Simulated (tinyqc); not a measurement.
Inside a calculation. Method: RHF in the sto-6g basis, for H3+, spin multiplicity 1. Computed by tinyqc, a small Python program that keeps every step (integrals from PySCF). Settings: charge = 1, multiplicity = 1, basis = sto-6g, energy threshold = 1e-09, iteration cap = 76, orthogonalisation = symmetric, start = core, DIIS depth = 4, DIIS from iteration = 2, method = RHF. Command: `OMP_NUM_THREADS=1 python tinyqc.py 21838 21839 out.jsonl` (the two numbers bound the seeds that draw the settings). One thread of a shared host (Intel(R) Xeon(R) Processor @ 2.60GHz), about 0.06 s of CPU time with the checks. Later iterations appear only in the table of the cycle.

## One-electron integrals

Geometry (angstrom):
```
atom       x       y        z
H     0.0000  0.0000   0.0000
H     0.0000  0.0000   1.0640
H     0.0000  0.9570  -0.6120
```

Basis sto-6g: exponents (1/bohr^2) and contraction coefficients of normalised primitives:
```
element  l (shell)  exponent  coefficient
H            s (1)   35.5232       0.0092
H            s (1)    6.5131       0.0494
H            s (1)    1.8221       0.1685
H            s (1)    0.6260       0.3706
H            s (1)    0.2431       0.4165
H            s (1)    0.1001       0.1303
```

Overlap, kinetic and nuclear-attraction integrals over the contracted functions; the nuclear repulsion is the sum of Za Zb / Rab.

nuclear repulsion = 1.237378 hartree

overlap S:
```
        1H 1s   2H 1s   3H 1s
1H 1s  1.0000  0.4599  0.4206
2H 1s  0.4599  1.0000  0.1340
3H 1s  0.4206  0.1340  1.0000
```

kinetic energy T (hartree):
```
        1H 1s    2H 1s    3H 1s
1H 1s  0.7685   0.0903   0.0698
2H 1s  0.0903   0.7685  -0.0108
3H 1s  0.0698  -0.0108   0.7685
```

nuclear attraction V (hartree):
```
         1H 1s    2H 1s    3H 1s
1H 1s  -2.1826  -0.8793  -0.7878
2H 1s  -0.8793  -1.9991  -0.2318
3H 1s  -0.7878  -0.2318  -1.9711
```

core Hamiltonian H = T + V (hartree):
```
         1H 1s    2H 1s    3H 1s
1H 1s  -1.4141  -0.7890  -0.7180
2H 1s  -0.7890  -1.2305  -0.2426
3H 1s  -0.7180  -0.2426  -1.2026
```

## Two-electron integrals

Functions are numbered as in S; the eight-fold symmetry (ij|kl) = (ji|kl) = (kl|ij) leaves the list below.

Two-electron integrals (ij|kl) in chemists' order, unique and non-zero (hartree):
```
(11|11) 0.7750   (21|11) 0.2810   (21|21) 0.1332   (22|11) 0.4577
(22|21) 0.2810   (22|22) 0.7750   (31|11) 0.2513   (31|21) 0.0905
(31|22) 0.1496   (31|31) 0.1094   (32|11) 0.0718   (32|21) 0.0318
(32|22) 0.0635   (32|31) 0.0291   (32|32) 0.0093   (33|11) 0.4361
(33|21) 0.1597   (33|22) 0.2730   (33|31) 0.2513   (33|32) 0.0635
(33|33) 0.7750
```

## Orthogonalisation

S = U s U^T; symmetric (Loewdin) form X = U s^(-1/2) U^T, so that X^T S X = 1.

eigenvalues of S: 0.4398  0.8666  1.6936

X:
```
         1H 1s    2H 1s    3H 1s
1H 1s   1.1774  -0.2738  -0.2452
2H 1s  -0.2738   1.0955   0.0114
3H 1s  -0.2452   0.0114   1.0776
```

## Starting guess

The start is the orbitals of the core Hamiltonian; D = 2 C_occ C_occ^T.

D at the start:
```
        1H 1s   2H 1s   3H 1s
1H 1s  0.9461  0.4245  0.3541
2H 1s  0.4245  0.1905  0.1589
3H 1s  0.3541  0.1589  0.1325
```

## Iteration 1: building the Fock matrix

J_ij = sum D_kl (ij|kl), K_ij = sum D_kl (ik|jl); F = H + J - 0.5 K; E = tr D H + tr D J / 2 - 0.25 tr D K + E_nn.

Coulomb J (hartree):
```
        1H 1s   2H 1s   3H 1s
1H 1s  1.3175  0.5278  0.4632
2H 1s  0.5278  0.9815  0.1390
3H 1s  0.4632  0.1390  0.9010
```

exchange K (hartree):
```
        1H 1s   2H 1s   3H 1s
1H 1s  1.2184  0.6603  0.5692
2H 1s  0.6603  0.5561  0.2948
3H 1s  0.5692  0.2948  0.4310
```

Fock matrix F (hartree):
```
         1H 1s    2H 1s    3H 1s
1H 1s  -0.7057  -0.5914  -0.5394
2H 1s  -0.5914  -0.5271  -0.2510
3H 1s  -0.5394  -0.2510  -0.5171
```

total energy of this density = -1.156363 hartree

## Iteration 1: diagonalisation and new density

Diagonalise F' = X^T F X, C = X C', fill 1 alpha and 1 beta electrons from the bottom; D = 2 C_occ C_occ^T. Each column has its largest component positive (the first on a tie).

F' = X^T F X (hartree):
```
         1        2        3
1  -0.3898  -0.3954  -0.3478
2  -0.3954  -0.3336  -0.0352
3  -0.3478  -0.0352  -0.3607
```

orbital energies (hartree): MO1 -0.9120, MO2 -0.3141, MO3 0.1419

coefficients C:
```
          MO1      MO2      MO3
1H 1s  0.5770  -0.0459   1.0892
2H 1s  0.3749  -0.7009  -0.8021
3H 1s  0.3500   0.8132  -0.6617
```

D after iteration 1:
```
        1H 1s   2H 1s   3H 1s
1H 1s  0.6659  0.4326  0.4039
2H 1s  0.4326  0.2811  0.2624
3H 1s  0.4039  0.2624  0.2450
```

## Iteration 2: building the Fock matrix

As before.

Coulomb J (hartree):
```
        1H 1s   2H 1s   3H 1s
1H 1s  1.2354  0.5102  0.4530
2H 1s  0.5102  0.9868  0.1371
3H 1s  0.4530  0.1371  0.9315
```

exchange K (hartree):
```
        1H 1s   2H 1s   3H 1s
1H 1s  1.0740  0.6420  0.5779
2H 1s  0.6420  0.6110  0.3224
3H 1s  0.5779  0.3224  0.5269
```

Fock matrix F (hartree):
```
         1H 1s    2H 1s    3H 1s
1H 1s  -0.7156  -0.5998  -0.5540
2H 1s  -0.5998  -0.5492  -0.2667
3H 1s  -0.5540  -0.2667  -0.5346
```

total energy of this density = -1.182863 hartree

## Iteration 2: diagonalisation and new density

As before.

F' = X^T F X (hartree):
```
         1        2        3
1  -0.3946  -0.3939  -0.3556
2  -0.3939  -0.3562  -0.0483
3  -0.3556  -0.0483  -0.3743
```

orbital energies (hartree): MO1 -0.9343, MO2 -0.3181, MO3 0.1274

coefficients C:
```
          MO1      MO2      MO3
1H 1s  0.5632  -0.0316   1.0969
2H 1s  0.3816  -0.7148  -0.7866
3H 1s  0.3619   0.8013  -0.6696
```

D after iteration 2:
```
        1H 1s   2H 1s   3H 1s
1H 1s  0.6345  0.4299  0.4077
2H 1s  0.4299  0.2913  0.2762
3H 1s  0.4077  0.2762  0.2619
```

## Iteration 3: building the Fock matrix

As before.

Coulomb J (hartree):
```
        1H 1s   2H 1s   3H 1s
1H 1s  1.2254  0.5078  0.4520
2H 1s  0.5078  0.9862  0.1369
3H 1s  0.4520  0.1369  0.9364
```

exchange K (hartree):
```
        1H 1s   2H 1s   3H 1s
1H 1s  1.0556  0.6380  0.5788
2H 1s  0.6380  0.6152  0.3254
3H 1s  0.5788  0.3254  0.5402
```

Fock matrix F (hartree):
```
         1H 1s    2H 1s    3H 1s
1H 1s  -0.7165  -0.6003  -0.5554
2H 1s  -0.6003  -0.5519  -0.2684
3H 1s  -0.5554  -0.2684  -0.5362
```

total energy of this density = -1.183261 hartree

## Iteration 3: DIIS over 2 matrices

error matrix X^T (FDS - SDF) X:
```
         1        2       3
1   0.0000   0.0022  0.0024
2  -0.0022   0.0000  0.0003
3  -0.0024  -0.0003  0.0000
```

B (overlaps of the stored error matrices):
```
               1              2
1  1.4665726e-03  1.7691566e-04
2  1.7691566e-04  2.1376353e-05
```

Minimise |sum c_i e_i|^2 with sum c_i = 1: solve [B -1; -1 0][c; lambda] = [0; -1] with B_ij = tr e_i^T e_j, and take F = sum c_i F_i.

DIIS coefficients: -0.1371  1.1371

extrapolated F (hartree):
```
         1H 1s    2H 1s    3H 1s
1H 1s  -0.7166  -0.6003  -0.5556
2H 1s  -0.6003  -0.5523  -0.2686
3H 1s  -0.5556  -0.2686  -0.5365
```

## Iteration 3: diagonalisation and new density

As before.

F' = X^T F X (hartree):
```
         1        2        3
1  -0.3952  -0.3929  -0.3564
2  -0.3929  -0.3597  -0.0502
3  -0.3564  -0.0502  -0.3758
```

orbital energies (hartree): MO1 -0.9368, MO2 -0.3186, MO3 0.1247

coefficients C:
```
          MO1      MO2      MO3
1H 1s  0.5613  -0.0283   1.0980
2H 1s  0.3826  -0.7176  -0.7835
3H 1s  0.3634   0.7990  -0.6716
```

D after iteration 3:
```
        1H 1s   2H 1s   3H 1s
1H 1s  0.6302  0.4296  0.4080
2H 1s  0.4296  0.2928  0.2781
3H 1s  0.4080  0.2781  0.2642
```

## Iteration 5 (converged): orbitals

converged F (hartree):
```
         1H 1s    2H 1s    3H 1s
1H 1s  -0.7166  -0.6003  -0.5556
2H 1s  -0.6003  -0.5523  -0.2686
3H 1s  -0.5556  -0.2686  -0.5365
```

As before.

F' = X^T F X (hartree):
```
         1        2        3
1  -0.3952  -0.3929  -0.3564
2  -0.3929  -0.3596  -0.0502
3  -0.3564  -0.0502  -0.3758
```

orbital energies (hartree): MO1 -0.9368, MO2 -0.3186, MO3 0.1247

coefficients C:
```
          MO1      MO2      MO3
1H 1s  0.5613  -0.0284   1.0980
2H 1s  0.3826  -0.7175  -0.7836
3H 1s  0.3634   0.7990  -0.6716
```

D after iteration 5:
```
        1H 1s   2H 1s   3H 1s
1H 1s  0.6302  0.4296  0.4080
2H 1s  0.4296  0.2928  0.2781
3H 1s  0.4080  0.2781  0.2641
```

## Convergence

Stop when the energy changes by less than 1e-09 hartree and every element of the error matrix X^T (F D S - S D F) X is below 9e-06.

Course of the cycle:
```
iteration  E (hartree)     change  largest element of the error matrix
1            -1.156363          -                             1.59e-01
2            -1.182863  -2.65e-02                             2.06e-02
3            -1.183261  -3.98e-04                             2.43e-03
4            -1.183267  -5.82e-06                             1.08e-05
5            -1.183267  -2.00e-10                             4.66e-07
```

PySCF RHF in the same basis = -1.183267 hartree

Converged in 5 iterations.

## Populations, bond orders and dipole

Mulliken: Z minus the diagonal of D S on the atom; Loewdin: the same with S^(1/2) D S^(1/2); Mayer order: 2 sum_s sum (D(s) S)_ij (D(s) S)_ji over the two atoms.

Charges (e):
```
atom  Mulliken  Loewdin
1H      0.0007   0.0209
2H      0.4723   0.4612
3H      0.5270   0.5180
```

Mayer bond orders:
```
pair   order
2-1   0.5273
3-1   0.4727
3-2   0.2496
```

dipole moment about the origin, x y z (debye): 0.0000  2.4224  0.8648
